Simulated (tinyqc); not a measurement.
Single-domain magnet: Stoner-Wohlfarth switching, Neel-Arrhenius retention, LLG dynamics and spin torque. Changing the reversing field h = H/H_K. Computed by tinyqc, a small Python program. Command: `OMP_NUM_THREADS=1 python tinyqc.py 3012227 3012228 out.jsonl macro sweep`. One thread of a shared host (Intel(R) Xeon(R) Processor @ 2.30GHz), about 0.01 s of CPU time with the checks.

The moment is uniform, with unit vector m; z is the easy axis. mu_0 = 1.25663706212e-6 T m/A, gamma = 1.76085963023e11 rad/(s T).

Inputs (values chosen for the exercise, for a model magnet):

| quantity | value | unit |
|---|---|---|
| saturation magnetisation M_s | 791 | kA/m |
| diameter d | 57 | nm |
| thickness t | 0.91 | nm |
| interface anisotropy K_i | 0.447 | mJ/m^2 |
| bulk anisotropy K_u | 0 | kJ/m^3 |
| exchange stiffness A | 13 | pJ/m |
| temperature T | 398 | K |
| attempt frequency f0 | 1 | GHz |
| field angle psi from the easy axis | 45 | degrees |
| waiting time t_w | 3.15e+08 | s |

Shape: thin disc, easy axis normal to it.

Constants: k_B = 1.380649e-23 J/K.

Method:
- The disc is treated as an oblate spheroid with p = t/d: N_z = [1 - p arccos(p)/sqrt(1 - p^2)]/(1 - p^2); V = pi d^2 t/4; K_eff = K_u + K_i/t + K_shape, K_shape = -(mu_0 M_s^2/4)(3 N_z - 1); mu_0 H_K = 2 K_eff/M_s.
- Delta = K_eff V/(k_B T); tau = exp(Delta)/f0; probability of a flip within t_w: P = 1 - exp(-t_w/tau). Wall width parameter sqrt(A/K_eff); a two-domain state costs 4 sqrt(A K_eff) times the cross-section that the wall cuts (d t).
- Energy over K_eff V: e(theta) = sin^2(theta) + 2 h cos(theta - psi) for m at the angle theta from +z and a field that points at psi from -z (it pulls m away from +z towards negative theta); h_sw = (cos^(2/3) psi + sin^(2/3) psi)^(-3/2).
- The metastable minimum and the saddle are the two roots of e'(theta) = sin(2 theta) - 2 h sin(theta - psi) on either side of theta_c = -arctan(tan^(1/3) psi).

One run for each value:

| reversing field h = H/H_K | barrier / (K_eff V) | barrier / (k_B T) | minimum theta (degrees) | saddle theta (degrees) | switching field h_sw |
|---|---|---|---|---|---|
| 0.020 | 0.9438 | 44.90 | -0.82 | -89.18 | 0.5 |
| 0.079 | 0.7832 | 37.26 | -3.39 | -86.61 | 0.5 |
| 0.140 | 0.6258 | 29.77 | -6.31 | -83.69 | 0.5 |
| 0.200 | 0.4810 | 22.88 | -9.50 | -80.50 | 0.5 |
| 0.260 | 0.3477 | 16.54 | -13.10 | -76.90 | 0.5 |
| 0.310 | 0.2470 | 11.75 | -16.51 | -73.49 | 0.5 |
| 0.370 | 0.1412 | 6.72 | -21.33 | -68.67 | 0.5 |
| 0.430 | 0.0564 | 2.68 | -27.57 | -62.43 | 0.5 |

Over the rows, barrier / (K_eff V) falls from 0.944 to 0.0564 (exponent d ln y / d ln x -0.14 between the first rows and -6.1 between the last); barrier / (k_B T) falls from 44.9 to 2.68 (exponent d ln y / d ln x -0.14 between the first rows and -6.1 between the last). Minimum and saddle move towards each other and merge at h_sw, where the barrier vanishes. Left out: 0.490 (the field exceeds the switching field).

Caution (all rows): a flat cylinder has a smaller N_z than the spheroid of the same t/d, so K_eff of a real disc is larger. Caution (all rows): a domain wall can cross the element at lower cost, so the single-domain barrier is an upper bound.

Extremes, crossings and ranges named in words are read from the listed rows.
